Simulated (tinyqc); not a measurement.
Hubbard ring of 4 sites, step by step. Computed by tinyqc, a small Python program that keeps every step. Settings: hopping = 1.93, U = 1.7, mixing = 0.2, iteration cap = 61. Command: `OMP_NUM_THREADS=1 python tinyqc.py 20616 20617 out.jsonl` (the two numbers bound the seeds that draw the settings). One thread of a shared host (Intel(R) Xeon(R) Processor @ 2.60GHz), about 0.3 s of CPU time with the checks.

one-body matrix (hopping and site energies) (eV), lower triangle:
```
           1          2          3         4
1  -1.000000
2  -1.930000   0.660000
3   0.000000  -1.930000   0.870000
4  -1.930000   0.000000  -1.930000  0.280000
```

U = 1.700000 eV

electrons, up and down: 2  2

n(up) at the start (a guess, not normalised): 1 0.950000, 2 0.050000, 3 0.950000, 4 0.050000

n(down) at the start (a guess): 1 0.050000, 2 0.950000, 3 0.050000, 4 0.950000

Each step fills the lowest levels of T + U n(other spin) and sets n(new) = n + mixing (n(out) - n); stop when output and input agree to 1e-8.

Course of the cycle:
```
iteration       E (eV)  largest |n(out) - n(in)|  mean |n_up - n_down|
1          -5.84481744                  2.75e-01              0.573921
2          -5.85105226                  2.23e-01              0.567797
3          -5.85529550                  1.81e-01              0.562699
4          -5.85818144                  1.47e-01              0.558454
5          -5.86014423                  1.19e-01              0.554920
6          -5.86147974                  9.70e-02              0.551975
7          -5.86238910                  7.90e-02              0.549521
8          -5.86300879                  6.44e-02              0.547476
9          -5.86343144                  5.25e-02              0.545771
10         -5.86371994                  4.29e-02              0.544351
11         -5.86391700                  3.51e-02              0.543168
...                ...                       ...                   ...
51         -5.86434424                  2.45e-05              0.537355
52         -5.86434424                  2.07e-05              0.537355
53         -5.86434424                  1.74e-05              0.537354
54         -5.86434424                  1.47e-05              0.537354
55         -5.86434424                  1.24e-05              0.537353
56         -5.86434424                  1.05e-05              0.537353
57         -5.86434424                  8.86e-06              0.537353
58         -5.86434424                  7.48e-06              0.537353
59         -5.86434424                  6.32e-06              0.537353
60         -5.86434424                  5.34e-06              0.537352
61         -5.86434424                  4.51e-06              0.537352
```

Can the last value be used, and what does the course show?

Not by the stop rule, although the second column moves by less than 1e-07 over the last three steps. Not converged within 61 iterations: the residual falls steadily but slowly, by a factor of about 0.84 a step. The lowest mean-field energy found from random starts is -5.86434 eV. Reruns (cap 100 unless said): mixing 0.5: converged in 35 (E = -5.86434); mixing 0.9: converged in 15 (E = -5.86434); the original settings with a cap of 400: converged in 99 (E = -5.86434).
